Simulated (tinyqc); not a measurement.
Changing the frequency f: oxide trap near a transistor channel: two-state multiphonon kinetics, telegraph noise and bias instability. Computed by tinyqc, a small Python program. Command: `OMP_NUM_THREADS=1 python tinyqc.py 3013222 3013223 out.jsonl oxidetrap sweep`. One thread of a shared host (Intel(R) Xeon(R) Processor @ 2.30GHz), about 0.01 s of CPU time with the checks.

An n-channel device under positive gate bias. The trap is empty (state 1) or holds an electron (state 2); both states are parabolas of equal curvature, and the electron reservoir is taken at the Fermi level of the channel.

Inputs (values chosen for the exercise, with an insulator like HfO2 on silicon): insulator constant eps_ox = 20.7; insulator thickness t_ox = 4.1 nm; trap depth x from the interface = 0.51 nm; tunnel barrier phi_b = 1.57 eV; tunnelling mass m_ox = 0.21 m_0; trap level above E_F at zero field E_t = 0.0064 eV; relaxation energy E_R = 2.2 eV; oxide field F = 2.2 MV/cm; attempt rate k_0 at the interface = 1e+12 1/s; temperature T = 300 K; channel width W = 170 nm; channel length L = 59 nm.

Parts treated: one trap and an ensemble.

Constants: hbar^2/(2 m_0) = 3.80998212 eV angstrom^2; k_B = 8.617333262e-05 eV/K; e = 1.602176634e-19 C; eps_0 = 8.8541878128e-12 F/m.

Method:
- kappa = sqrt(2 m_ox phi_b)/hbar = sqrt(m_ox phi_b/(hbar^2/2m_0)); attenuation length lambda = 1/(2 kappa); factor exp(-x/lambda) for a rectangular barrier.
- E_21 = E_t - e F x is the energy of state 2 over state 1; barriers E_c = (E_R + E_21)^2/(4 E_R), E_e = E_c - E_21; tau_c = exp(E_c/k_B T)/(k_0 P), tau_e = exp(E_e/k_B T)/(k_0 P), P the tunnelling factor; occupation f_2 = tau_e/(tau_c + tau_e); 1/tau_0 = 1/tau_c + 1/tau_e.
- Charge-sheet step dV = e (t_ox - x)/(eps_ox eps_0 W L); Lorentzian spectrum S(f) = 4 dV^2 tau_0^2/((tau_c + tau_e)(1 + (2 pi f tau_0)^2)); corner 1/(2 pi tau_0); variance dV^2 f_2 (1 - f_2) = dV^2 tau_0/(tau_c + tau_e).

One run for each value:
```
frequency f (Hz)  S(f) (V^2/Hz)  corner frequency (Hz)
1.00e-02              2.946e-11                  34.17
1.00e-01              2.946e-11                  34.17
1.00e+00              2.944e-11                  34.17
1.00e+01              2.714e-11                  34.17
1.00e+02              3.080e-12                  34.17
1.00e+03              3.436e-14                  34.17
1.00e+04              3.440e-16                  34.17
1.00e+05              3.440e-18                  34.17
1.00e+06              3.440e-20                  34.17
```

What does the table show, and why?

Over the rows, S(f) (V^2/Hz) falls from 2.95e-11 to 3.44e-20. At the high end the exponent of S(f) is -2.00, close to -2: the tail of a Lorentzian. At the low end the exponent of S(f) is 0.00, close to 0: the plateau of a Lorentzian.
